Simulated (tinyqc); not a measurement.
Absorption coefficient and reflectance from two thicknesses.

Question. With transparent contact layers the responsivity is (1 - Rf)(1 - exp(-al wi)) q lam/(h c). The second absorber is twice as thick as the first. Find al and Rf.

Parameters, values chosen for the exercise: wavelength lam = 1310 nm.

Constants: q = 1.602176634e-19 C, h = 6.62607015e-34 J s, c = 299792458 m/s. Results are converted to the units shown.

responsivity for wi = 0.21 and 0.42 um (A/W): [0.14067021, 0.26162638]

Answer. The ratio of the responsivities is 1 + exp(-al w1), which gives al; either value then gives 1 - Rf.

al = 7190 1/cm
Rf = 0.05000

Numbers from tinyqc (`OMP_NUM_THREADS=1 python tinyqc.py 2250104 2250105 out.jsonl`; about 0.01 s on one thread of a shared Intel Xeon 2.30GHz).
